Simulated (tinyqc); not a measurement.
Worked calculation: one-electron ion in a basis of Gaussians. One step of it, computed by the program tinyqc.

Task: Generalised eigenproblem. Solve H C = S C e through S^(-1/2); each column has its largest component positive (the first on a tie).

H = T + V (hartree):
```
           1          2
1  -0.285089  -0.321381
2  -0.321381  -0.421500
```

S:
```
          1         2
1  1.000000  0.669526
2  0.669526  1.000000
```

Give: eigenvalues of S; eigenvalues; coefficients.

Result:

eigenvalues of S: 0.3305  1.6695

eigenvalues (hartree): -0.4294  -0.0712

coefficients:
```
        1        2
1  0.2005   1.3313
2  0.8546  -1.0402
```

For Z = 1 and l = 0 the exact lowest level is -Z^2/(2 n^2) with n = l + 1: -0.500000 hartree.
